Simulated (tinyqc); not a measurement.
Deal-Grove kinetics of thermal oxidation of silicon. Changing the initial oxide x_i. Computed by tinyqc, a small Python program. Command: `OMP_NUM_THREADS=1 python tinyqc.py 3027837 3027838 out.jsonl oxide sweep`. One thread of a shared host (Intel(R) Xeon(R) Processor @ 2.30GHz), about 0.1 s of CPU time with the checks.

Oxidant diffuses through the oxide and reacts at the interface, so that dx/dt = B/(A + 2x) for the oxide thickness x.

Inputs (values chosen for the exercise, close to those used for silicon):
```
quantity                       value    unit
prefactor B0                     405  um^2/h
activation energy E_B          0.779      eV
prefactor (B/A)0            1.55e+08    um/h
activation energy E_A           2.04      eV
temperature T                   1025       C
oxidant pressure p                 1     atm
pressure exponent m of B/A         1       -
time t                           3.6       h
```

Ambient: steam. Surface: (111).

Constants: k_B = 8.617333262e-05 eV/K.

Method:
- B = B0 p exp(-E_B/(k_B T)), B/A = (B/A)0 p^m exp(-E_A/(k_B T)), p in atm; A = B/(B/A).
- Temperatures in kelvin are T(C) + 273.15.
- tau = (x_i^2 + A x_i)/B and x = (A/2) [sqrt(1 + 4 B (t + tau)/A^2) - 1], the root of x^2 + A x = B (t + tau).
- Silicon consumed is 0.44 times the oxide grown; the rate is B/(A + 2x).

One run for each value:
```
initial oxide x_i (um)  oxide thickness x (um)  silicon consumed (um)     tau (h)
0.002                                   1.0761                0.47261  1.0833e-03
0.0047                                  1.0764                0.47153  2.5789e-03
0.011                                   1.0769                0.46902  6.2167e-03
0.026                                   1.0785                0.46310  1.5712e-02
0.061                                   1.0828                0.44960  4.2439e-02
0.14                                    1.0963                0.42076  1.2628e-01
0.34                                    1.1521                0.35734  4.8424e-01
0.8                                     1.3784                0.25448  2.1003e+00
```

Describe and explain the trends.

Over the rows, oxide thickness x (um) rises from 1.08 to 1.38 (exponent d ln y / d ln x 2.6e-4 between the first rows and 0.21 between the last); silicon consumed (um) falls from 0.473 to 0.254 (exponent d ln y / d ln x -0.0027 between the first rows and -0.40 between the last); tau (h) rises from 0.00108 to 2.10 (exponent d ln y / d ln x 1.0 between the first rows and 1.7 between the last). The oxide grown, x - x_i, falls from 1.07 to 0.578 um: an existing film lengthens the diffusion path.
